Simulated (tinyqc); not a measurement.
From results back to parameters: standing waves and exposure in a photoresist film. Three cases, with inputs chosen for the exercise.

Problem. Bleaching of a resist on an index-matched plate: T(0) = T12 exp(-(A + B) d), T(end) = T12 exp(-B d), T12 = 1 - ((n1 - 1)/(n1 + 1))^2, and the first slope dT/dD = T(0) C A T12 (1 - exp(-(A + B) d))/(A + B). Here d = dT and D is the dose; A, B and C are hidden.

Case 1.

Values chosen (out of a larger set: a resist on Cu, indices near tabulated ones; not measured data): n1 = 1.791 (resist index); dT = 0.26 micrometre (resist thickness on an index-matched plate).

T(0) = 0.788888
T(end) = 0.811776
dT/dD = 0.00057710 cm^2/mJ

Case 2.

Values chosen (out of a larger set: a resist on W, indices near tabulated ones; not measured data): n1 = 1.765 (resist index); dT = 0.416 micrometre (resist thickness on an index-matched plate).

T(0) = 0.577114
T(end) = 0.591700
dT/dD = 0.00023348 cm^2/mJ

Case 3.

Values chosen (out of a larger set: a resist on Al, indices near tabulated ones; not measured data): n1 = 1.731 (resist index); dT = 0.713 micrometre (resist thickness on an index-matched plate).

T(0) = 0.488683
T(end) = 0.858325
dT/dD = 0.0058466 cm^2/mJ

Find: A; B; C.

Solution. A = ln(T(end)/T(0))/d, B = ln(T12/T(end))/d, and the slope then gives C.

Case 1.

A = 0.11 1/micrometre
B = 0.48 1/micrometre
C = 0.030 cm^2/mJ

Case 2.

A = 0.06 1/micrometre
B = 1.07 1/micrometre
C = 0.022 cm^2/mJ

Case 3.

A = 0.79 1/micrometre
B = 0.11 1/micrometre
C = 0.031 cm^2/mJ

Computed by tinyqc, one run a case: `OMP_NUM_THREADS=1 python tinyqc.py N N+1 out.jsonl` with N = 1680595, 1680601, 1680633; one thread of a shared Intel(R) Xeon(R) Processor @ 2.30GHz, about 0.01 s a run at most.
